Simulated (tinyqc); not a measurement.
ROHF in the sto-3g basis, for BeH, spin multiplicity 2, step by step. One step of it, computed by the program tinyqc.

Task: Iteration 1: building the Fock matrix. J_ij = sum D_kl (ij|kl) with D = D(alpha) + D(beta), K_ij = sum D_kl (ik|jl) for each spin; F = H + J - K(s); E = tr D H + tr D J / 2 - 0.5 sum_s tr D(s) K(s) + E_nn.

D(alpha) at the start, order 1Be 1s, 1Be 2s, 1Be 2px, 1Be 2py, 1Be 2pz, 2H 1s:
```
[[1.050562, -0.187229, 0.000000, 0.000000, -0.119487, 0.002463],
 [-0.187229, 0.686022, 0.000000, 0.000000, 0.490161, 0.008578],
 [0.000000, 0.000000, 0.918186, 0.274082, 0.000000, 0.000000],
 [0.000000, 0.000000, 0.274082, 0.081814, 0.000000, 0.000000],
 [-0.119487, 0.490161, 0.000000, 0.000000, 0.350424, 0.006198],
 [0.002463, 0.008578, 0.000000, 0.000000, 0.006198, 0.000130]]
```

D(beta) at the start, order 1Be 1s, 1Be 2s, 1Be 2px, 1Be 2py, 1Be 2pz, 2H 1s:
```
[[1.050562, -0.187229, 0.000000, 0.000000, -0.119487, 0.002463],
 [-0.187229, 0.686022, 0.000000, 0.000000, 0.490161, 0.008578],
 [0.000000, 0.000000, 0.000000, 0.000000, 0.000000, 0.000000],
 [0.000000, 0.000000, 0.000000, 0.000000, 0.000000, 0.000000],
 [-0.119487, 0.490161, 0.000000, 0.000000, 0.350424, 0.006198],
 [0.002463, 0.008578, 0.000000, 0.000000, 0.006198, 0.000130]]
```

core Hamiltonian H = T + V (hartree), order 1Be 1s, 1Be 2s, 1Be 2px, 1Be 2py, 1Be 2pz, 2H 1s:
```
[[-8.165245, -2.009627, 0.000000, 0.000000, -0.010258, -0.210640],
 [-2.009627, -2.394902, 0.000000, 0.000000, -0.101736, -0.683298],
 [0.000000, 0.000000, -1.902826, 0.000000, 0.000000, 0.000000],
 [0.000000, 0.000000, 0.000000, -1.902826, 0.000000, 0.000000],
 [-0.010258, -0.101736, 0.000000, 0.000000, -1.974591, -0.803360],
 [-0.210640, -0.683298, 0.000000, 0.000000, -0.803360, -1.657707]]
```

Two-electron integrals (ij|kl) in chemists' order, unique and non-zero (hartree):
```
(11|11) 2.298831   (21|11) 0.392036   (21|21) 0.079539   (22|11) 0.570988
(22|21) 0.143041   (22|22) 0.417683   (31|31) 0.014607   (32|31) 0.021888
(32|32) 0.092265   (33|11) 0.569578   (33|21) 0.143083   (33|22) 0.417589
(33|33) 0.449859   (41|41) 0.014607   (42|41) 0.021888   (42|42) 0.092265
(43|43) 0.024249   (44|11) 0.569578   (44|21) 0.143083   (44|22) 0.417589
(44|33) 0.401360   (44|44) 0.449859   (51|51) 0.014607   (52|51) 0.021888
(52|52) 0.092265   (53|53) 0.024249   (54|54) 0.024249   (55|11) 0.569578
(55|21) 0.143083   (55|22) 0.417589   (55|33) 0.401360   (55|44) 0.401360
(55|55) 0.449859   (61|11) 0.039796   (61|21) 0.008070   (61|22) 0.014647
(61|33) 0.014553   (61|44) 0.014553   (61|51) 0.000721   (61|52) 0.001362
(61|55) 0.014843   (61|61) 0.000859   (62|11) 0.124537   (62|21) 0.031805
(62|22) 0.105136   (62|33) 0.100846   (62|44) 0.100846   (62|51) 0.004083
(62|52) 0.027744   (62|55) 0.113614   (62|61) 0.003572   (62|62) 0.044426
(63|31) 0.002514   (63|32) 0.012659   (63|53) 0.004468   (63|63) 0.003401
(64|41) 0.002514   (64|42) 0.012659   (64|54) 0.004468   (64|64) 0.003401
(65|11) 0.145139   (65|21) 0.037434   (65|22) 0.129135   (65|33) 0.121651
(65|44) 0.121651   (65|51) 0.006456   (65|52) 0.042561   (65|55) 0.143966
(65|61) 0.004337   (65|62) 0.061157   (65|65) 0.085819   (66|11) 0.297698
(66|21) 0.077190   (66|22) 0.286933   (66|33) 0.267618   (66|44) 0.267618
(66|51) 0.010066   (66|52) 0.092406   (66|55) 0.325192   (66|61) 0.008750
(66|62) 0.163099   (66|65) 0.235525   (66|66) 0.774606
```

nuclear repulsion = 1.19251202 hartree

Give: Coulomb J; exchange K(alpha); exchange K(beta); F(alpha); F(beta); total energy of this density.

Result:

Coulomb J (hartree), order 1Be 1s, 1Be 2s, 1Be 2px, 1Be 2py, 1Be 2pz, 2H 1s:
```
[[6.297, 1.206, 0.000, 0.000, 0.036, 0.125],
 [1.206, 2.383, 0.000, 0.000, 0.172, 0.618],
 [0.000, 0.000, 2.396, 0.013, 0.000, 0.000],
 [0.000, 0.000, 0.013, 2.356, 0.000, 0.000],
 [0.036, 0.172, 0.000, 0.000, 2.387, 0.761],
 [0.125, 0.618, 0.000, 0.000, 0.761, 1.645]]
```

exchange K(alpha) (hartree), order 1Be 1s, 1Be 2s, 1Be 2px, 1Be 2py, 1Be 2pz, 2H 1s:
```
[[2.343, 0.419, 0.000, 0.000, 0.012, 0.048],
 [0.419, 0.443, 0.000, 0.000, 0.233, 0.176],
 [0.000, 0.000, 0.494, 0.117, 0.000, 0.000],
 [0.000, 0.000, 0.117, 0.138, 0.000, 0.000],
 [0.012, 0.233, 0.000, 0.000, 0.255, 0.152],
 [0.048, 0.176, 0.000, 0.000, 0.152, 0.128]]
```

exchange K(beta) (hartree), order 1Be 1s, 1Be 2s, 1Be 2px, 1Be 2py, 1Be 2pz, 2H 1s:
```
[[2.328, 0.397, 0.000, 0.000, 0.012, 0.046],
 [0.397, 0.351, 0.000, 0.000, 0.233, 0.163],
 [0.000, 0.000, 0.079, 0.000, 0.000, 0.000],
 [0.000, 0.000, 0.000, 0.079, 0.000, 0.000],
 [0.012, 0.233, 0.000, 0.000, 0.231, 0.147],
 [0.046, 0.163, 0.000, 0.000, 0.147, 0.125]]
```

F(alpha) (hartree), order 1Be 1s, 1Be 2s, 1Be 2px, 1Be 2py, 1Be 2pz, 2H 1s:
```
[[-4.211, -1.222, 0.000, 0.000, 0.014, -0.133],
 [-1.222, -0.455, 0.000, 0.000, -0.162, -0.241],
 [0.000, 0.000, -0.001, -0.103, 0.000, 0.000],
 [0.000, 0.000, -0.103, 0.315, 0.000, 0.000],
 [0.014, -0.162, 0.000, 0.000, 0.157, -0.194],
 [-0.133, -0.241, 0.000, 0.000, -0.194, -0.141]]
```

F(beta) (hartree), order 1Be 1s, 1Be 2s, 1Be 2px, 1Be 2py, 1Be 2pz, 2H 1s:
```
[[-4.196, -1.200, 0.000, 0.000, 0.014, -0.131],
 [-1.200, -0.363, 0.000, 0.000, -0.162, -0.228],
 [0.000, 0.000, 0.414, 0.013, 0.000, 0.000],
 [0.000, 0.000, 0.013, 0.374, 0.000, 0.000],
 [0.014, -0.162, 0.000, 0.000, 0.182, -0.189],
 [-0.131, -0.228, 0.000, 0.000, -0.189, -0.138]]
```

total energy of this density = -14.40859 hartree
